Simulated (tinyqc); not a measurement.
Inside a calculation. Method: UHF in the sto-3g basis, for BeH+, spin multiplicity 1. This run ends on a higher stationary point, not on the lowest solution. One step of it, computed by the program tinyqc.

Task: Iteration 3: diagonalisation and new density. Diagonalise F' = X^T F X, C = X C', fill 2 alpha and 2 beta electrons from the bottom; D(s) = C_occ C_occ^T. Each column has its largest component positive (the first on a tie).

extrapolated F(alpha) (hartree), order 1Be 1s, 1Be 2s, 1Be 2px, 1Be 2py, 1Be 2pz, 2H 1s:
```
[[-4.991534, -1.400991, 0.000217, -0.000132, 0.017682, -0.123762],
 [-1.400991, -0.846949, -0.038213, 0.023197, -0.092718, -0.358440],
 [0.000217, -0.038213, -0.120644, -0.002908, -0.012669, -0.016842],
 [-0.000132, 0.023197, -0.002908, -0.123670, 0.007691, 0.010224],
 [0.017682, -0.092718, -0.012669, 0.007691, -0.227430, -0.310665],
 [-0.123762, -0.358440, -0.016842, 0.010224, -0.310665, -0.397105]]
```

extrapolated F(beta) (hartree), order 1Be 1s, 1Be 2s, 1Be 2px, 1Be 2py, 1Be 2pz, 2H 1s:
```
[[-4.991534, -1.400991, -0.000217, 0.000132, 0.017682, -0.123762],
 [-1.400991, -0.846949, 0.038213, -0.023197, -0.092718, -0.358440],
 [-0.000217, 0.038213, -0.120644, -0.002908, 0.012669, 0.016842],
 [0.000132, -0.023197, -0.002908, -0.123670, -0.007691, -0.010224],
 [0.017682, -0.092718, 0.012669, -0.007691, -0.227430, -0.310665],
 [-0.123762, -0.358440, 0.016842, -0.010224, -0.310665, -0.397105]]
```

X, order 1Be 1s, 1Be 2s, 1Be 2px, 1Be 2py, 1Be 2pz, 2H 1s:
```
[[0.342734, 0.747665, 0.000000, 0.000000, 0.581476, 0.247216],
 [-0.710424, -0.551008, 0.000000, 0.000000, 0.435030, 0.424840],
 [0.000000, 0.000000, 0.699128, 0.714996, 0.000000, 0.000000],
 [0.000000, 0.000000, 0.714996, -0.699128, 0.000000, 0.000000],
 [-0.684079, 0.544222, 0.000000, 0.000000, -0.501266, 0.384903],
 [0.908721, -0.303072, 0.000000, 0.000000, -0.256560, 0.528646]]
```

Give: F' = X^T F X; orbital energies; coefficients C; F' = X^T F X; orbital energies; coefficients C; D(alpha) after iteration 3; D(beta) after iteration 3.

Result:

F' = X^T F X (alpha) (hartree):
```
[[-0.0924, -0.5997, 0.0055, 0.0235, -0.5386, -0.2548],
 [-0.5997, -1.8881, 0.0052, 0.0221, -1.9530, -0.8991],
 [0.0055, 0.0052, -0.1251, 0.0014, -0.0015, -0.0079],
 [0.0235, 0.0221, 0.0014, -0.1192, -0.0066, -0.0341],
 [-0.5386, -1.9530, -0.0015, -0.0066, -2.5729, -1.2277],
 [-0.2548, -0.8991, -0.0079, -0.0341, -1.2277, -1.2436]]
```

orbital energies (alpha) (hartree): [-4.9943, -0.6461, -0.2550, -0.1254, -0.1144, 0.0940]

coefficients C (alpha), order 1Be 1s, 1Be 2s, 1Be 2px, 1Be 2py, 1Be 2pz, 2H 1s:
```
[[0.9931, -0.2032, -0.1928, 0.0000, 0.0319, 0.0999],
 [0.0257, 0.6766, 0.7117, 0.0000, -0.1068, -0.4491],
 [0.0001, 0.0707, 0.0964, 0.5189, 0.8444, 0.0586],
 [-0.0001, -0.0429, -0.0585, 0.8548, -0.5126, -0.0356],
 [-0.0024, 0.2522, -0.5844, 0.0000, 0.1056, -0.8645],
 [-0.0026, 0.4863, -0.3984, 0.0000, -0.0598, 0.9296]]
```

F' = X^T F X (beta) (hartree):
```
[[-0.0924, -0.5997, -0.0055, -0.0235, -0.5386, -0.2548],
 [-0.5997, -1.8881, -0.0052, -0.0221, -1.9530, -0.8991],
 [-0.0055, -0.0052, -0.1251, 0.0014, 0.0015, 0.0079],
 [-0.0235, -0.0221, 0.0014, -0.1192, 0.0066, 0.0341],
 [-0.5386, -1.9530, 0.0015, 0.0066, -2.5729, -1.2277],
 [-0.2548, -0.8991, 0.0079, 0.0341, -1.2277, -1.2436]]
```

orbital energies (beta) (hartree): [-4.9943, -0.6461, -0.2550, -0.1254, -0.1144, 0.0940]

coefficients C (beta), order 1Be 1s, 1Be 2s, 1Be 2px, 1Be 2py, 1Be 2pz, 2H 1s:
```
[[0.9931, -0.2032, -0.1928, 0.0000, -0.0319, 0.0999],
 [0.0257, 0.6766, 0.7117, 0.0000, 0.1068, -0.4491],
 [-0.0001, -0.0707, -0.0964, 0.5189, 0.8444, -0.0586],
 [0.0001, 0.0429, 0.0585, 0.8548, -0.5126, 0.0356],
 [-0.0024, 0.2522, -0.5844, 0.0000, -0.1056, -0.8645],
 [-0.0026, 0.4863, -0.3984, 0.0000, 0.0598, 0.9296]]
```

D(alpha) after iteration 3, order 1Be 1s, 1Be 2s, 1Be 2px, 1Be 2py, 1Be 2pz, 2H 1s:
```
[[1.0275, -0.1120, -0.0142, 0.0086, -0.0536, -0.1014],
 [-0.1120, 0.4584, 0.0479, -0.0290, 0.1705, 0.3290],
 [-0.0142, 0.0479, 0.0050, -0.0030, 0.0178, 0.0344],
 [0.0086, -0.0290, -0.0030, 0.0018, -0.0108, -0.0209],
 [-0.0536, 0.1705, 0.0178, -0.0108, 0.0636, 0.1226],
 [-0.1014, 0.3290, 0.0344, -0.0209, 0.1226, 0.2365]]
```

D(beta) after iteration 3, order 1Be 1s, 1Be 2s, 1Be 2px, 1Be 2py, 1Be 2pz, 2H 1s:
```
[[1.0275, -0.1120, 0.0142, -0.0086, -0.0536, -0.1014],
 [-0.1120, 0.4584, -0.0479, 0.0290, 0.1705, 0.3290],
 [0.0142, -0.0479, 0.0050, -0.0030, -0.0178, -0.0344],
 [-0.0086, 0.0290, -0.0030, 0.0018, 0.0108, 0.0209],
 [-0.0536, 0.1705, -0.0178, 0.0108, 0.0636, 0.1226],
 [-0.1014, 0.3290, -0.0344, 0.0209, 0.1226, 0.2365]]
```
